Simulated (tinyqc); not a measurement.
Strained Delta valleys, repopulation and conductivity mass: one step of the calculation.

A cubic crystal with three pairs of conduction valleys along x, y and z under uniaxial stress X along [001] (X > 0 is tension); current along [110]. Non-degenerate electrons, fixed total density, one relaxation time for all valleys and stresses, masses unchanged by strain, so the mobility goes as the mean inverse mass.

Task. Valley shifts and shares. Valley shift dE = Xu (n.e.n - trace(e)/3) with n the valley axis; share f proportional to exp(-dE/Vt).

Inputs (values chosen for the exercise):
- T = 350 K (temperature)
- Xu = 9.06 eV (shear deformation potential)

Constants: q = 1.602176634e-19 C, kB = 1.380649e-23 J/K, Vt = kB T/q. Results are converted to the units shown.

strain (%):

|  | x | y | z |
|---|---|---|---|
| x | 0.04452000 | 0.00000000 | 0.00000000 |
| y | 0.00000000 | 0.04452000 | 0.00000000 |
| z | 0.00000000 | 0.00000000 | -0.15729000 |

Wanted: dE; share f.

Result.

| valley | dE (meV) | share f |
|---|---|---|
| x | 6.09 | 0.2609 |
| y | 6.09 | 0.2609 |
| z | -12.19 | 0.4783 |

The splitting is 18.3 meV, 0.61 Vt.

Numbers from tinyqc (`OMP_NUM_THREADS=1 python tinyqc.py 2530136 2530137 out.jsonl`; about 0.01 s on one thread of a shared Intel Xeon 2.30GHz).
